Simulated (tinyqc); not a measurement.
Effective mass of the split-off band from tabulated energies: one step. The non-parabolic form. The numbers come from values chosen for the exercise (band of an eight-band Kane model near InSb).

c = hbar^2/2m0. A uniform scatter of up to 0.3 meV has been added to mimic numerical noise.
Constants: hbar^2/2m0 = 3.80998211 eV angstrom^2.

Energies along [100], from the band edge downward:
```
k (1/angstrom)    E (meV)
0.0000000        0.000000
0.0058000        1.226800
0.0116000        4.824500
0.0174000       10.081900
0.0232000       18.552300
0.0290000       29.087700
0.0348000       41.614800
0.0406000       56.037900
0.0464000       73.203000
```

reference mass (curvature of the model at k = 0.0001 1/angstrom) = 0.1110584 m0

Question. E (1 + alpha E) = c k^2/m means that y = c k^2/E is a straight line in E with intercept m and slope m alpha. Fit the line by unweighted least squares over points 1 to 8, E in eV.

Give: y; m; alpha.

Answer.

y (m0): 0.10447  0.10626  0.11441  0.11054  0.11016  0.11087  0.11207  0.11205

m = 0.10814 m0
alpha = 0.619 1/eV

The intercept errs by -2.63 %. The scatter of the first points, divided by small energies, tilts an unweighted line. For this band the scale of alpha is set by Dso = 0.802 eV as well as by the gap.

(tinyqc, `OMP_NUM_THREADS=1 python tinyqc.py 1850988 1850989 out.jsonl`, Intel(R) Xeon(R) Processor @ 2.30GHz, 1 thread, shared host, about 0.01 s.)
